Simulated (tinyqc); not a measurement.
From results back to parameters: band gaps under pressure and temperature from deformation potentials. Three cases, with inputs chosen for the exercise.

Problem. A gap moves by a ln(V/V0) with V/V0 = (1 + Bp P/B0)^(-1/Bp). B0 and the shifts at two pressures are given.

Case 1.

Values chosen (out of a larger set: near those of Ge, the X and L potentials typical of such crystals; not measured data): P12 = (8, 10) GPa (two pressures).

B0 = 74.4000 GPa

shifts at the two pressures (eV): 0.8527692  1.0252907

Case 2.

Values chosen (out of a larger set: near those of GaSb, the X and L potentials typical of such crystals; not measured data): P12 = (1.5, 3) GPa (two pressures).

B0 = 56.6333 GPa

shifts at the two pressures (eV): 0.2058147  0.3905849

Case 3.

Values chosen (out of a larger set: near those of Si, the X and L potentials typical of such crystals; not measured data): P12 = (6, 8) GPa (two pressures).

B0 = 97.5000 GPa

shifts at the two pressures (eV): 0.6816748  0.8757423

Find: ratio of the shifts; Bp; a.

Solution. The ratio of the shifts, ln(1 + Bp P2/B0)/ln(1 + Bp P1/B0), falls steadily from P2/P1 as Bp grows and so fixes Bp; then a = -shift x Bp/ln(1 + Bp P/B0).

Case 1.

ratio of the shifts = 1.2023
Bp = 4.04
a = -9.55 eV

Case 2.

ratio of the shifts = 1.8977
Bp = 4.55
a = -8.23 eV

Case 3.

ratio of the shifts = 1.2847
Bp = 4.60
a = -12.58 eV

Computed by tinyqc, one run a case: `OMP_NUM_THREADS=1 python tinyqc.py N N+1 out.jsonl` with N = 1080801, 1080875, 1080902; one thread of a shared Intel(R) Xeon(R) Processor @ 2.30GHz, about 0.01 s a run at most.
